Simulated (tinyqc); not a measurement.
Five-frequency model of solute diffusion by vacancies in an fcc metal: one step, computed by the program tinyqc.

A vacancy next to the solute exchanges with it (w2), jumps to one of 4 sites that also neighbour the solute (w1) or to one of 7 that do not (w3); w4 is the reverse of w3 and w0 the host jump.

Question. Correlation factor. Manning: with y = w4/w0, 7F = 7 - (10 y^4 + 180.5 y^3 + 927 y^2 + 1341 y)/(2 y^4 + 40.2 y^3 + 254 y^2 + 597 y + 436); f2 = (2 w1 + 7F w3)/(2 w2 + 2 w1 + 7F w3). The mean cosine between successive solute jumps follows from f2 = (1 + c)/(1 - c).

Inputs (values chosen for the exercise, for a model solute in a host close to gold): temperature T = 520 K.

rates (1/s): w0 1197206, w1 979358.8, w2 91960.73, w3 70355.79, w4 6104865

Give: y = w4/w0; 7F; correlation factor f2; mean cosine c.

Answer.

y = w4/w0 = 5.099

7F = 3.324

correlation factor f2 = 0.9226

mean cosine c = -0.04025

The vacancy moves on by other jumps before it exchanges again, so solute jumps are nearly random.
